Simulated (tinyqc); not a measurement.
Threshold of a short bulk MOSFET: charge sharing, barrier lowering, narrow width: one step of the calculation.

n-channel device on a p-type body, depletion approximation, full ionisation. Uniform doping N = Na. Vbi from Boltzmann statistics is rough for the degenerate source. Cox = eps0 eox/tox.

Problem. Long-channel threshold and scales. ni = sqrt(Nc Nv) exp(-Eg/(2 Vt)), Eg in volts; 2 pB = 2 Vt ln(N/ni); flat band Vfb - Vt ln(N/Na); Wd = sqrt(2 eps0 eps_r (2 pB - Vbs)/(q N)); body term q N Wd/Cox; long-channel VT0 = flat band + 2 pB + body term; Vbi = Vt ln(N Nsd/ni^2); scale length l = sqrt((eps_r/eox) tox Wd).

Inputs (values chosen for the exercise); band and dielectric values close to those of silicon:

| symbol | value | unit | meaning |
|---|---|---|---|
| T | 250 | K | temperature |
| Eg | 1.13 | eV | band gap |
| eps_r | 11.6 |  | relative permittivity |
| Nc | 2.15e19 | cm^-3 | conduction-band density of states at T |
| Nv | 1.99e19 | cm^-3 | valence-band density of states at T |
| eox | 3.9 |  | relative permittivity of the gate insulator (close to silicon dioxide) |
| tox | 3.1 | nm | insulator thickness |
| Na | 1.4e17 | cm^-3 | channel doping |
| Nsd | 1e20 | cm^-3 | source and drain doping |
| Vfb | -0.96 | V | flat-band voltage for the doping Na |
| Vbs | 0 | V | body-source voltage |

Constants: q = 1.602176634e-19 C, kB = 1.380649e-23 J/K, Vt = kB T/q, eps0 = 8.8541878128e-14 F/cm where lengths are in cm. Results are converted to the units shown.

Give: N; 2 pB; flat band; Wd; body term; VT0; Vbi; l.

Solution.

N = 1.4000e17 cm^-3
2 pB = 0.91476 V
flat band = -0.96000 V
Wd = 91.528 nm
body term = 0.18431 V
VT0 = 0.13907 V
Vbi = 1.0563 V
l = 29.051 nm

Computed by the program tinyqc: `OMP_NUM_THREADS=1 python tinyqc.py 2002007 2002008 out.jsonl`, one thread of a shared Intel Xeon 2.30GHz, about 0.01 s for the whole run.
